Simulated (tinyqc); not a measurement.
# Capacitances against the space between lines

Endless row of lines of width wl, height tl and space sl between grounded planes at distance hd; e2 fills the gaps beside the lines, e1 the rest. Laplace's equation is solved on meshes of 3, 6 and 12 steps per unit u and extrapolated (Aitken), which is good to about 0.2 %. C_even (all lines at 1 V) is the capacitance Cg to the planes; C_odd (neighbours in antiphase) = Cg + 4 Cc if only nearest neighbours couple, which defines Cc; total with quiet neighbours Cg + 2 Cc. Plate values 2 eps0 e1 wl/hd and eps0 e2 tl/sl.

Parameters, values chosen for the exercise:
```
symbol  value  unit                                          meaning
e1        2.4        relative permittivity above and below the lines
e2        2.7                relative permittivity between the lines
wl          6     u                           line width, in units u
tl         12     u                                      line height
hd          8     u                           distance to each plane
```

Constants: eps0 = 8.8541878128e-12 F/m. Results are converted to the units shown.

The same in every row: plate Cg (aF/um) = 31.9.

Capacitances against the space between lines:

| sl (u) | Cg (aF/um) | Cc (aF/um) | Cg + 2 Cc (aF/um) | C_odd (aF/um) | plate Cc (aF/um) | share of coupling, 2 Cc/(Cg + 2 Cc) (%) |
|---|---|---|---|---|---|---|
| 2 | 42.1 | 165 | 372 | 703 | 143 | 88.7 |
| 4 | 51.6 | 84.7 | 221 | 390 | 71.7 | 76.7 |
| 6 | 60.2 | 55.7 | 172 | 283 | 47.8 | 64.9 |
| 8 | 68.2 | 40.2 | 149 | 229 | 35.9 | 54.1 |
| 12 | 81.8 | 23.5 | 129 | 176 | 23.9 | 36.5 |
| 16 | 92.3 | 14.7 | 122 | 151 | 17.9 | 24.1 |
| 24 | 106 | 6.03 | 118 | 130 | 12.0 | 10.3 |

Read the table: what changes, and by how much?

As sl goes from 2 to 24, Cg rises from 42.1 to 106 aF/um, Cc falls from 165 to 6.03 aF/um and the share of coupling falls from 88.7 to 10.3 %. Cg is 1.32 times its plate value in the first row and 3.31 times in the last; for Cc the ratios are 1.15 and 0.505. Neighbours in antiphase raise the load by a factor of 1.89 and 1.10 over quiet ones. For sl = 2 the planes are farther than 0.8 of the pitch, so second neighbours couple too and Cg + 2 Cc understates the quiet load by a per cent or more.

Program tinyqc, `OMP_NUM_THREADS=1 python tinyqc.py 2790194 2790195 out.jsonl`; Intel Xeon 2.30GHz, shared host, one thread, about 1 s.
